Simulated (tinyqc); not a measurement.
Inside a calculation. Method: UHF in the sto-3g basis, for H6, spin multiplicity 1. This run ends on a higher stationary point, not on the lowest solution. One step of it, computed by the program tinyqc.

Question. Iteration 2: DIIS coefficients. Solve [B -1; -1 0][c; lambda] = [0; -1] for the coefficients, which sum to one.

B (overlaps of the stored error matrices):
$$\begin{pmatrix}
4.4102829e-01 & -6.8670546e-02 \\
-6.8670546e-02 & 3.3885969e-02
\end{pmatrix}$$

Give: DIIS coefficients.

Answer.

DIIS coefficients: [0.1675, 0.8325]
